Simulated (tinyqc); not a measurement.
What each input does: propagation of a band-gap error through k.p and effective-mass formulas.

Chain, for a gap E (the reference Eg or another value), with Ep and Dso kept: 1/me = 1 + Ep (E + 2 Dso/3)/(E (E + Dso)); g* = 2 - 2 Ep Dso/(3 E (E + Dso)); g1(E) = g1 + (Ep/3)(1/E - 1/Eg), g2(E) = g2 + (Ep/6)(1/E - 1/Eg), light hole 1/(g1 + 2 g2), heavy hole 1/(g1 - 2 g2) along [100]; optical constant ei(E) = 1 + (ei - 1)(EP/(EP + E - Eg))^2, static e0(E) = ei(E) + e0 - ei.

Donor: R = Ry me/e0^2, a_B = a0 e0/me, Mott density (0.26/a_B)^3. Nc, Nv = 2 (m kT/(4 pi c))^(3/2), c = hbar^2/2m0, ni = sqrt(Nc Nv) exp(-E/2kT). Exciton: Ry mu/e0^2 with 1/mu = 1/me + g1(E). 1 angstrom^-3 = 1e24 cm^-3.

Constants: Ry = 13.60569312 eV; a0 (Bohr radius) = 0.5291772105 angstrom; kB = 8.617333262e-05 eV/K; hbar^2/2m0 = 3.80998211 eV angstrom^2.

Values chosen for the exercise (reference values near those of InAs, gap at low temperature; the results hold for these values, not for the real material): Eg = 0.42 eV (gap at Gamma to the s-like level); Dso = 0.384 eV (spin-orbit splitting); Ep = 21.7 eV (Kane energy); g1 = 19.96 (Luttinger gamma1); g2 = 8.53 (gamma2); e0 = 15.35 (static dielectric constant); ei = 12.48 (optical dielectric constant); EP = 4.56 eV (mean (Penn) gap); mh = 0.37 m0 (density-of-states mass of the holes); T = 77 K (temperature); Eg2 = 0.84 eV (a wrong gap, of the size a hybrid with far too much exact exchange can give).

All at E = Eg2.

Results for these values:

| case | me (m0) | light hole (m0) | e0 | donor (meV) | exciton (meV) | log10 ni |
|---|---|---|---|---|---|---|
| base | 0.0414 | 0.0505 | 13.50 | 3.096 | 2.106 | -10.337 |

What happens to each result for Ep = 19.964 eV, all else kept?

Answer: me rises from 0.0414 to 0.0449; light hole falls from 0.0505 to 0.0472; e0 does not change at the printed digits; donor rises from 3.096 to 3.353; exciton rises from 2.106 to 2.177; log10 ni rises from -10.337 to -10.311.

The same for each parameter in turn:

| case | me (m0) | light hole (m0) | e0 | donor (meV) | exciton (meV) | log10 ni |
|---|---|---|---|---|---|---|
| base | 0.0414 | 0.0505 | 13.50 | 3.096 | 2.106 | -10.337 |
| Eg2 = 0.773 eV | 0.0385 | 0.0470 | 13.76 | 2.768 | 1.888 | -8.168 |
| Dso = 0.415 eV | 0.0417 | 0.0505 | 13.50 | 3.115 | 2.114 | -10.335 |
| Ep = 19.964 eV | 0.0449 | 0.0472 | 13.50 | 3.353 | 2.177 | -10.311 |
| g1 = 21.557 | 0.0414 | 0.0467 | 13.50 | 3.096 | 2.015 | -10.337 |
| EP = 4.195 eV | 0.0414 | 0.0505 | 13.36 | 3.161 | 2.150 | -10.337 |
| ei = 13.478 | 0.0414 | 0.0505 | 13.33 | 3.171 | 2.157 | -10.337 |
| mh = 0.4 m0 | 0.0414 | 0.0505 | 13.50 | 3.096 | 2.106 | -10.311 |
| T = 83.16 K | 0.0414 | 0.0505 | 13.50 | 3.096 | 2.106 | -8.250 |

(tinyqc, `OMP_NUM_THREADS=1 python tinyqc.py 1850682 1850683 out.jsonl`, Intel(R) Xeon(R) Processor @ 2.30GHz, 1 thread, shared host, about 0.01 s.)
